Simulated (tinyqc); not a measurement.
Debye-Callaway model of lattice thermal conductivity: one step, computed by the program tinyqc. Command: `OMP_NUM_THREADS=1 python tinyqc.py 3004699 3004700 out.jsonl callaway walk`. One thread of a shared host (Intel(R) Xeon(R) Processor @ 2.30GHz), about 0.01 s of CPU time with the checks.

Three acoustic branches with one velocity v, cut at omega_D = k_B Theta/hbar; x = hbar omega/(k_B T). v and Theta are separate inputs: Theta cuts off the heat-carrying modes, so C need not reach 3 k_B/V. gamma is an effective value that sets the umklapp rate.

Question. The integrand on a coarse grid. Rates: point defects A omega^4; umklapp B omega^2 T exp(-Theta/(b T)) with B = hbar gamma^2/(M v^2 Theta); normal processes f_N B omega^2 T (T/Theta)^2. Boundaries: v/L. x runs in ten equal steps to min(Theta/T, 12); g = x^4 e^x/(e^x - 1)^2; tau_C is the inverse of all rates summed; the last column is c tau_C g with c = (k_B/(2 pi^2 v)) (k_B T/hbar)^3.

Inputs (values chosen for the exercise, modelled on boron arsenide):
```
quantity,value,unit
sound velocity v,5320,m/s
Debye temperature Theta,656,K
mean atomic mass M,42.9,u
effective Grueneisen parameter gamma,0.823,-
umklapp exponent divisor b,3,-
Casimir length L,71,micrometre
normal-process factor f_N,3.5,-
temperature T,20,K
```

Sample: crystal. Point defects: isotopes. Normal processes: included.

Rayleigh coefficient A = 2.371964e-46 s^3

Constants: k_B = 1.380649e-23 J/K; hbar = 1.054571817e-34 J s; u = 1.6605390666e-27 kg.

Give: Integrand.

Answer.

Integrand:
```
x,g,tau_C (s),c tau_C g (W/(m K))
1.2,1.279,1.334e-08,40.3
2.4,3.640,1.326e-08,113.9
3.6,4.851,1.297e-08,148.5
4.8,4.441,1.228e-08,128.8
6.0,3.228,1.108e-08,84.4
7.2,2.009,9.421e-09,44.7
8.4,1.120,7.567e-09,20.0
9.6,0.575,5.819e-09,7.9
10.8,0.278,4.358e-09,2.9
12.0,0.127,3.230e-09,1.0
```

Among these rows the integrand is largest at x = 3.60.
